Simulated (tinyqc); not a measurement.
Worked calculation: CIS and TDHF on RHF in the sto-6g basis, frozen core, for BeH+, spin multiplicity 1. One step of it, computed by the program tinyqc.

Task: TDHF (RPA) triplet states. B(ia,jb) = - (ib|ja); the squared energies are the eigenvalues of (A - B)(A + B); 1 hartree = 27.211386 eV.

CIS matrix A, triplet (hartree):
```
,2>3,2>4,2>5,2>6
2>3,0.140502,0.000000,0.000000,0.055800
2>4,0.000000,0.214141,0.000000,0.000000
2>5,0.000000,0.000000,0.214141,0.000000
2>6,0.055800,0.000000,0.000000,0.495638
```

Two-electron integrals over orbitals (pq|rs), unique and non-zero (hartree); the lowest 1 orbital is frozen and left out:
```
p,q,r,s,(pq|rs)
2,2,2,2,0.521791
3,2,2,2,-0.066621
3,2,3,2,0.036276
3,3,2,2,0.319137
3,3,3,2,0.030023
3,3,3,3,0.466126
4,2,4,2,0.042616
4,3,4,2,0.031119
4,3,4,3,0.051973
4,4,2,2,0.365069
4,4,3,2,0.021095
4,4,3,3,0.398598
4,4,4,4,0.450117
5,2,5,2,0.042616
5,3,5,2,0.031119
5,3,5,3,0.051973
5,4,5,4,0.024258
5,5,2,2,0.365069
5,5,3,2,0.021095
5,5,3,3,0.398598
5,5,4,4,0.401601
5,5,5,5,0.450117
6,2,2,2,0.055090
6,2,3,2,-0.047002
6,2,3,3,-0.027816
6,2,4,4,-0.058049
6,2,5,5,-0.058049
6,2,6,2,0.123477
6,3,2,2,-0.055800
6,3,3,2,0.030558
6,3,3,3,0.056638
6,3,4,4,0.018494
6,3,5,5,0.018494
6,3,6,2,-0.047690
6,3,6,3,0.048123
6,4,4,2,-0.029560
6,4,4,3,-0.014172
6,4,6,4,0.026230
6,5,5,2,-0.029560
6,5,5,3,-0.014172
6,5,6,5,0.026230
6,6,2,2,0.519536
6,6,3,2,-0.065347
6,6,3,3,0.348566
6,6,4,4,0.370258
6,6,5,5,0.370258
6,6,6,2,0.083693
6,6,6,3,-0.055668
6,6,6,6,0.556683
```

Give: TDHF matrix B, triplet; squared energies w^2; TDHF energies from the positive w^2.

Result:

TDHF matrix B, triplet (hartree):
```
,2>3,2>4,2>5,2>6
2>3,-0.0363,0.0000,0.0000,0.0470
2>4,0.0000,-0.0426,0.0000,0.0000
2>5,0.0000,0.0000,-0.0426,0.0000
2>6,0.0470,0.0000,0.0000,-0.1235
```

squared energies w^2 (hartree^2): 0.0130  0.0440  0.0440  0.2377

TDHF energies from the positive w^2 (eV): 3.1010  5.7105  5.7105  13.2656
